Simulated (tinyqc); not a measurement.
Four-point probe, van der Pauw, Hall and spreading-resistance readings of a semiconductor layer: one step, computed by the program tinyqc. Command: `OMP_NUM_THREADS=1 python tinyqc.py 3112042 3112043 out.jsonl probe walk`. One thread of a shared host (Intel(R) Xeon(R) Processor @ 2.30GHz), about 0.01 s of CPU time with the checks.

The layer is uniform and ohmic; contacts are points unless a radius is given.

Question. Hall reading. V_H = r_H I B/(e n t); apparent density n/r_H; Hall mobility r_H mu; Hall angle tan = r_H mu B (SI).

Inputs (values chosen for the exercise, modelled on n-type silicon): carrier density n = 6.8e+17 1/cm^3; drift mobility mu = 322 cm^2/(V s); layer thickness t = 100 micrometre; current I = 0.02 mA; magnetic field B = 0.64 T; Hall factor r_H = 1.3.

Backing of the layer: insulating.

Constants: e = 1.602176634e-19 C.

Give: Hall voltage; apparent density; Hall mobility; tangent of the Hall angle.

Answer.

Hall voltage = 0.001527 mV

apparent density = 5.231e+17 1/cm^3

Hall mobility = 418.6 cm^2/(V s)

tangent of the Hall angle = 0.02679
